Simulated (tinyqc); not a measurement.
# Classical Heisenberg spin chain: exact results, Metropolis, heat-bath and over-relaxation steps, and a Monte Carlo run, step by step

A worked calculation. Computed by tinyqc, a small Python program that keeps every step. Command: `OMP_NUM_THREADS=1 python tinyqc.py 3130430 3130431 out.jsonl heismc walk`. One thread of a shared host (Intel(R) Xeon(R) Processor @ 2.30GHz), about 0.2 s of CPU time with the checks. Intermediate numbers are printed to about 5 digits and carried at full precision; extremes and crossings named in words are read from the listed rows.

E = -J sum_i s_i . s_(i+1) for unit vectors s_i on an open chain; K = J/(k_B T).

Inputs (values chosen for the exercise, for a model chain of large moments): coupling J = -20 meV; temperature T = 157 K; moment mu = 2.4 mu_B; length N of the open chain = 16; seed = 140240.

Update: heat bath with over-relaxation.

Constants: k_B = 8.617333262e-05 eV/K; mu_B = 5.7883818060e-05 eV/T.

## Exact results

Each bond angle is independent, so u = <s_i . s_(i+1)> = coth K - 1/K, <s_i . s_(i+n)> = u^n, correlation length xi = -1/ln|u|, energy per bond -J u, heat capacity per bond c/k_B = 1 - K^2/sinh^2 K, and for the long chain chi = mu^2 (1 + u)/(3 k_B T (1 - u)) per spin.

K = -1.4783

u = -0.43324

xi = 1.1955 sites

energy per bond = -8.6648 meV

heat capacity = 0.49425 k_B/bond

chi over the Curie value = 0.39544

chi = 0.0032484 mu_B/T per spin

## Finite chain

For N spins, <|sum s|^2>/N = (1 + u)/(1 - u) - 2 u (1 - u^N)/(N (1 - u)^2); the long chain has (1 + u)/(1 - u), chi over the Curie value, and the difference is relative to it.

<|sum s|^2>/N = 0.42181

difference from the long chain = 6.6668 %

## Four single-spin steps

four neighbouring spins (rows; components x, y, z):
```
[[-0.4401, -0.1611, 0.8834],
 [-0.8765, -0.3051, 0.3724],
 [-0.4189, -0.6749, -0.6075],
 [-0.8663, -0.4228, -0.2659]]
```

random numbers, one row a step:
```
[[0.7269, 0.1547, 0.1442],
 [0.1366, 0.1883, 0.7495],
 [0.2324, 0.7924, 0.3979],
 [0.5040, 0.5789, 0.7362]]
```

The given spins are first normalised. Spins 2 and 3 are updated in turn, with h = K (sum of the two neighbours). Heat bath: cos(theta) = 1 + ln(1 - r1 (1 - exp(-2 |h|)))/|h| about n = h/|h|, azimuth 2 pi r2 = phi in the frame a = n x z/|n x z|, b = n x a: s = n cos(theta) + sin(theta)(a cos(phi) + b sin(phi)); r1, r2 are the first two numbers of the row. Steps 2 and 4 are reflections, s -> 2 (s . h) h/|h|^2 - s, which keep the energy and use no random number.

Steps:
```
spin     |h|  h . s before  h . s after        move         x         y         z
2     1.8183       -1.6419       0.5881   heat bath   0.47223  -0.28465  -0.83425
3     2.0195       -1.9379      -1.9379  reflection  -0.13477  -0.31902  -0.93812
2     1.1102        0.1318       0.8780   heat bath   0.67566   0.35440   0.64644
3     0.6373        0.4575       0.4575  reflection   0.76976   0.54688  -0.32922
```

## A run and its error bars

From the ordered state (alternating for J < 0), with each spin drawn from exp(h . s), h = K x sum of neighbours, 200 sweeps are discarded and 1600 recorded (even and odd sites in turn, each heat-bath sweep followed by two sweeps of reflections; random numbers not printed, so these rows are one sample). Errors are the scatter of block means over sqrt(number of blocks).

Blocking:
```
block length  mean bond product      error  <|sum s|^2>/N      error
1                      -0.43366  0.0029823        0.42918  0.0084966
4                      -0.43366  0.0030703        0.42918  0.0084377
16                     -0.43366  0.0031247        0.42918  0.0090914
40                     -0.43366  0.0029779        0.42918  0.0082869
80                     -0.43366  0.0027089        0.42918  0.0072208
```

With blocks of 40 the bond product is 0.1 error bars from the exact u = -0.4332, and <|sum s|^2>/N is 0.9 from the exact 0.422. Blocking to 40 changes the two errors by factors 1.0 and 1.0.

Checks made by the program: c against a difference of the energy (relative difference 1e-09).
